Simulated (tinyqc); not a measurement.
Sputter depth profiling of a dopant layer: erosion rate, quantification and the mixing-roughness response: one step, computed by the program tinyqc. Command: `OMP_NUM_THREADS=1 python tinyqc.py 3031209 3031210 out.jsonl sims walk`. One thread of a shared host (Intel(R) Xeon(R) Processor @ 2.30GHz), about 0.03 s of CPU time with the checks.

A rastered ion beam erodes silicon (49.94 atoms per nm^3). The measured profile is the true one convolved with a depth response.

Task: Erosion and sensitivity. Scaling chosen for the exercise: yield Y = Y1 E^0.5, mixing length w = w1 E^0.5 (E in keV). Erosion rate = Y I/(e x raster^2 x density); depth step = rate x counting time; concentration = RSF x counts/matrix counts; detection limit = RSF x 3 sqrt(background x time)/(matrix rate x time).

Inputs (values chosen for the exercise, modelled on a dopant in silicon under an oxygen or caesium beam):

| quantity | value | unit |
|---|---|---|
| beam energy E | 2.6 | keV |
| beam current | 260 | nA |
| raster side | 400 | um |
| sputter yield at 1 keV | 0.83 | - |
| mixing length at 1 keV | 2 | nm |
| relative sensitivity factor RSF | 4e+21 | 1/cm^3 |
| matrix count rate | 920000 | 1/s |
| background count rate | 0.54 | 1/s |
| counting time per point | 2 | s |

True profile: box.

Constants: e = 1.602176634e-19 C.

Give: yield Y; mixing length w; erosion rate; depth step; detection limit.

Result:

yield Y = 1.3383

mixing length w = 3.2249 nm

erosion rate = 0.27181 nm/s

depth step = 0.54361 nm

detection limit = 6.7776e+15 1/cm^3

Caution: with so few background counts Poisson statistics, not 3 sqrt(N), set the true limit.
